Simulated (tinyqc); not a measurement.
Inside a calculation. Method: MP2 on RHF in the sto-6g basis, for H3+, spin multiplicity 1. One step of it, computed by the program tinyqc.

Task: Orthogonalisation. S = U s U^T; symmetric (Loewdin) form X = U s^(-1/2) U^T, so that X^T S X = 1.

overlap S, lower triangle:
```
          1H 1s     2H 1s     3H 1s
1H 1s  1.000000
2H 1s  0.569118  1.000000
3H 1s  0.568944  0.569257  1.000000
```

Give: eigenvalues of S; X.

Result:

eigenvalues of S: 0.4307  0.4311  2.1382

X, lower triangle:
```
         1H 1s    2H 1s   3H 1s
1H 1s   1.2434
2H 1s  -0.2799   1.2437
3H 1s  -0.2796  -0.2800  1.2435
```
